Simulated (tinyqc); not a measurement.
Type-II superlattice in the two-band Kane model, step by step. Values are carried at full precision from step to step, so a last printed digit may differ when a step is redone from the rounded ones.

Motion along the axis, period d = a + b, c = hbar^2/2m0. Conduction and light-hole bands couple: (E - Ec)(E - Ev) = Ep c k^2 in each layer, with mass m(E) = (E - Ev)/Ep, which may be negative. The conduction envelope psi and psi'/m(E) are continuous; a layer carries them by [[cos kt, (m/k) sin kt], [-(k/m) sin kt, cos kt]] (cosh and sinh for k^2 < 0), and cos(q d) = tr(M_B M_A)/2. C1 is the first miniband above EvB, with its bottom at tr/2 = +1 and its top at -1; the gap is the bottom of C1 less the top heavy-hole level HH1.

Constants: hbar^2/2m0 = 3.80998211 eV angstrom^2; hc = 1239.841984 eV nm.

Inputs chosen for the exercise (near those of an InAs/GaSb superlattice; shifted at random, so the results belong to these values and not to a real crystal):
- a = 24 angstrom (layer A)
- b = 31 angstrom (layer B)
- EcA = 0 eV (conduction edge of A)
- EvA = -0.413 eV (valence edge of A)
- EcB = 0.933 eV (conduction edge of B)
- EvB = 0.131 eV (valence edge of B)
- EpA = 14.4 eV (coupling energy in A)
- EpB = 17.9 eV (coupling energy in B)
- E = 0.581 eV (trial energy)
- mhA = 0.33 m0 (heavy hole in A)
- mhB = 0.27 m0 (heavy hole in B)

## Wave numbers and masses at one energy

Give k^2 and m(E) in both layers.

Layers:
```
layer  k^2 (1/angstrom^2)  m(E) (m0)
A                0.010526    0.06903
B              -0.0023226    0.02514
```

In B the decay constant is 0.0482 1/angstrom; across the gap of B it peaks at mid-gap, at 0.0486, and vanishes at both edges.

## Transfer matrices

Form M_A, M_B and half the trace of their product.

M_A (angstrom units):
```
[[-0.77805, 0.42265],
 [-0.93372, -0.77805]]
```

M_B (angstrom units):
```
[[2.3397, 1.1034],
 [4.0549, 2.3397]]
```

tr/2 = -1.4786

E lies in a gap of the coupled bands.

## Edges and effective gap

Heavy holes are uncoupled: with e = EvB - E, p = sqrt(mhB e/c), w = sqrt(mhA (EvB - EvA - e)/c), the top level HH1 at q = 0 solves (p/mhB) tan(p b/2) = (w/mhA) tanh(w a/2).

C1 is the first miniband above EvB: bottom at tr/2 = +1, top at -1. The gap is its bottom less HH1; cut-off wavelength hc/gap.

bottom of C1 = 0.4051 eV
top of C1 = 0.5383 eV
HH1 = 0.0542 eV
gap = 0.3509 eV
cut-off = 3.53 micrometre

The bulk edges overlap by 131 meV; confinement lifts the electrons by 405 meV and lowers the holes by 77 meV, which opens the gap. It is 0.85 of the smaller bulk gap.

## Electron mass along the axis

m_z = -2 c f'/d^2 with f = tr/2 differentiated at the bottom of C1 (central difference of 1e-6 eV); compare the bulk edge mass (EcA - EvA)/EpA.

f' = -15.85 1/eV
m_z = 0.0399 m0
bulk edge mass of A = 0.0287 m0

## Checks

- Bottom of C1 from the two-band matrix on a staggered grid of 0.5 angstrom against the transfer matrix, eV: both 0.405.

Program tinyqc; command `OMP_NUM_THREADS=1 python tinyqc.py 1251358 1251359 out.jsonl`; about 0.03 s on one thread of a shared Intel(R) Xeon(R) Processor @ 2.30GHz.
